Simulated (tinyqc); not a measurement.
CMOS inverter, nodal equation and switching: two steps of the calculation.

An n-channel pull-down (bn, VTn) and a p-channel pull-up (bp, VTp) share the input Vin and the output node Vout, which carries the load C. Transistor (EKV form, voltages against the body): I = 2 n b Vt^2 [F(vp - Vs) - F(vp - Vd)] from drain to source, F(v) = ln^2(1 + exp(v/(2 Vt))), vp = (Vg - VT + sg |Vd - Vs|)/n. n-channel bodies are at 0; for the p-channel device all voltages are counted down from Vdd. b in uA/V^2 gives I in uA. Static: In = Ip. Transient: C dVout/dt = Ip - In. No velocity saturation, no gate capacitance beyond C.

Values chosen for this exercise:
- T = 273 K (temperature)
- Vdd = 1.2 V (supply voltage)
- n = 1.21 (slope factor)
- sg = 0.074 (drain-induced barrier lowering)
- VTn = 0.41 V (n-channel threshold)
- VTp = 0.3 V (p-channel threshold (magnitude))
- bn = 730 uA/V^2 (gain factor of the pull-down transistor)
- bp = 220 uA/V^2 (gain factor of the pull-up transistor)
- C = 0.81 fF (load capacitance)
- Vin = 0.61 V (input voltage)

Constants: q = 1.602176634e-19 C, kB = 1.380649e-23 J/K, Vt = kB T/q. Results are converted to the units shown.

Task 1. Output voltage by Newton steps. f = In - Ip at (Vin, Vout); G = df/dVout by a central difference with +/- 1e-6 V; Vout(new) = Vout - f/G.

Vout after iteration 1 = 0.079501548 V

Find: In; Ip; G; Vout after iteration 2.

Result 1.

In = 8.815 uA
Ip = 12.65 uA
G = 84.28 uS
Vout after iteration 2 = 0.1250 V

Task 2. Delays and energy. For a step input the delay to Vdd/2 is tHL = C times the integral of dV/(In - Ip) from Vdd/2 to Vdd at Vin = Vdd, and tLH likewise with Ip - In from 0 to Vdd/2 at Vin = 0. Energy drawn for one full cycle of the output: C Vdd^2. Leakage power: Vdd times the mean of the supply currents at Vin = 0 and Vdd.

Give: tHL; tLH; energy; leakage power.

Result 2.

tHL = 2.2006 ps
tLH = 5.7636 ps
energy = 1.1664 fJ
leakage power = 0.11079 nW

tinyqc, about 0.03 s, one thread, Intel Xeon 2.30GHz (shared host): `OMP_NUM_THREADS=1 python tinyqc.py 2340048 2340049 out.jsonl`
